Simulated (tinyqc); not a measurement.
Energy and delay of logic against supply voltage: energy and delay against supply voltage.

One expression serves below and above threshold: I(Vg) = Ik [ln(1 + exp((Vg - VT + dd V)/(al nf Vt)))]^al, with I_on = I(V) and I_off = I(0). Gate delay td = kd C V/I_on, clock period LD td. Per gate and cycle the switching energy is act C V^2 and the leakage energy I_off V LD td. No short-circuit current, no variation. Minima are sought above 0.09 V; below a few Vt gates no longer switch and the model has no meaning.

EDP = energy times td.

Inputs (values chosen for the exercise); values of the order met in logic technologies: temperature T = 330 K; threshold voltage at zero drain bias VT = 0.37 V; slope factor nf = 1.33; barrier lowering per volt of supply dd = 0.03; specific current of a gate Ik = 0.91 uA; exponent of the current law al = 1.31; load capacitance of a gate C = 2 fF; delay factor kd = 1.1; logic depth LD = 16; activity factor act = 0.05.

Constants: q = 1.602176634e-19 C, kB = 1.380649e-23 J/K, Vt = kB T/q. Results are converted to the units shown.

Energy and delay against supply voltage:
```
V (V)  I_on (uA)  I_off (nA)   td (ps)  switching (aJ)  leakage (aJ)  energy (aJ)  EDP (fJ ps)
0.15   0.0030259    0.057799  1.0906e5          2.2500        15.128       17.378       1895.2
0.27    0.072765    0.063569    8163.3          7.2900        2.2418       9.5318       77.811
0.38     0.83009    0.069362    1007.1          14.440       0.42472       14.865       14.970
0.5       3.8021    0.076286    289.31          25.000       0.17656       25.177       7.2839
0.62      8.3401    0.083901    163.55          38.440       0.13612       38.576       6.3090
0.73      13.212    0.091547    121.56          53.290       0.12998       53.420       6.4936
0.85      19.075     0.10068    98.036          72.250       0.13424       72.384       7.0963
0.97      25.404     0.11073    84.003          94.090       0.14437       94.234       7.9159
1.08      31.558     0.12082    75.289          116.64       0.15719       116.80       8.7936
1.2       38.612     0.13288    68.372          144.00       0.17444       144.17       9.8575
```

What does the table show?

td falls from 1.09e5 to 68.4 ps; the energy goes from 17.4 through a minimum of 9.53 (at V = 0.27 V among the rows listed) to 144 aJ and the EDP goes from 1900 through a minimum of 6.31 (at V = 0.62 V among the rows listed) to 9.86 fJ ps. The exact minima lie at V = 0.254 V for the energy and 0.637 V for the EDP. Going from 1.2 V to the energy minimum saves a factor of 15.3 in energy and costs a factor of 170 in delay. Below the minimum the leakage energy rises faster than the switching energy falls, because the clock period grows so steeply.

Numbers from tinyqc (`OMP_NUM_THREADS=1 python tinyqc.py 2082127 2082128 out.jsonl`; about 0.01 s on one thread of a shared Intel Xeon 2.30GHz).
